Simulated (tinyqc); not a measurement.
# One-sided p+-n junction, ionisation integral and breakdown, step by step

Computed by the program tinyqc: `OMP_NUM_THREADS=1 python tinyqc.py 2120060 2120061 out.jsonl`, one thread of a shared Intel Xeon 2.30GHz, about 0.06 s for the whole run. Printed values are rounded.

A p+ layer at x < 0 and an n drift layer from x = 0. Depletion approximation, built-in voltage neglected. Local ionisation coefficients alpha_n = an exp(-(bn/E)^mx), alpha_p = ap exp(-(bp/E)^mx). Electrons move towards +x, holes towards x = 0.

Inputs (values chosen for the exercise); material values close to those of gallium nitride:
- eps_r = 9.4 (relative permittivity)
- an = 3.02e8 1/cm (prefactor of the electron ionisation coefficient)
- bn = 3.28e7 V/cm (field constant for electrons)
- ap = 1.27e8 1/cm (prefactor of the hole ionisation coefficient)
- bp = 1.98e7 V/cm (field constant for holes)
- mx = 1 (exponent)
- N = 1.6e16 cm^-3 (donor density of the drift layer)
- V = 941 V (reverse voltage)
- fr = 0.6 (share of the depleted width that the grid covers)

Constants: q = 1.602176634e-19 C, eps0 = 8.8541878128e-14 F/cm where lengths are in cm. Results are converted to the units shown.

## Field and ionisation coefficients on a grid

W = sqrt(2 eps0 eps_r V/(q N)), peak field E0 = q N W/(eps0 eps_r), falling linearly to 0 at W. Grid: 11 equal steps from 0 to fr W.

W = 7.81687 um
x, point 0 to 11 (um): [0.00000, 0.42637, 0.85275, 1.27912, 1.70550, 2.13187, 2.55825, 2.98462, 3.41100, 3.83737, 4.26375, 4.69012]
E, point 0 to 11 (kV/cm): [2407.61, 2276.29, 2144.96, 2013.64, 1882.32, 1750.99, 1619.67, 1488.34, 1357.02, 1225.69, 1094.37, 963.045]
alpha_n, point 0 to 11 (1/cm): [365.946, 166.754, 69.0140, 25.4580, 8.17101, 2.21155, 0.484258, 0.0811060, 0.00961240, 7.21331e-4, 2.90743e-5, 4.88127e-7]
alpha_p, point 0 to 11 (1/cm): [34056.8, 21190.9, 12441.3, 6814.16, 3431.46, 1559.03, 623.259, 211.941, 58.4917, 12.2507, 1.76313, 0.149556]

## Ionisation integrals by the trapezoid rule

G(x) = integral from 0 to x of (alpha_n - alpha_p); I_n = integral of alpha_n exp(-G) (electrons injected at x = 0), I_p = integral of alpha_p exp(G(end) - G) (holes injected at the far edge); M = 1/(1 - I). All integrals by the trapezoid rule on the grid.

G, point 0 to 11: [0.00000, -1.16646, -1.87843, -2.28691, -2.50462, -2.61079, -2.65726, -2.67505, -2.68081, -2.68232, -2.68262, -2.68266]
alpha_n exp(-G), point 0 to 11 (1/cm): [365.946, 535.378, 451.572, 250.621, 100.004, 30.099, 6.904, 1.177, 0.140, 0.011, 0.000, 0.000]
I_n = 0.0664667
I_p = 0.903218
M_n = 1.07120
M_p = 10.3325

A grid of 1500 steps over the whole width gives I_n = 0.06583 and I_p = 0.9326; the coarse I_n is 0.97 % above and the coarse I_p 3.2 % below those values. Holes multiply more: on this coarse grid M - 1 is 131 times as large for them.

## Breakdown voltage by secant steps

G(x) = integral from 0 to x of (alpha_n - alpha_p); I_n = integral of alpha_n exp(-G) (electrons injected at x = 0), I_p = integral of alpha_p exp(G(end) - G) (holes injected at the far edge); M = 1/(1 - I). Secant steps on ln I_n(V) = 0 with the integrals on a fine grid (1500 steps), from the points V = 776 and 1000 V; stop when the step is below 1e-7 of V.

Course of the iteration:
```
step    V (V)       I_n  change of V (V)
1        1000  0.183265              110
2     1110.20   1.95155            -31.2
3     1079.05  0.930316             3.04
4     1082.09  0.997264            0.120
5     1082.21   1.00001         -5.13e-4
6     1082.21   1.00000          8.34e-8
```

Breakdown at 1082.2 V, with a peak field of 2582 kV/cm and W = 8.383 um. The integral for holes reaches 1 at the same voltage.
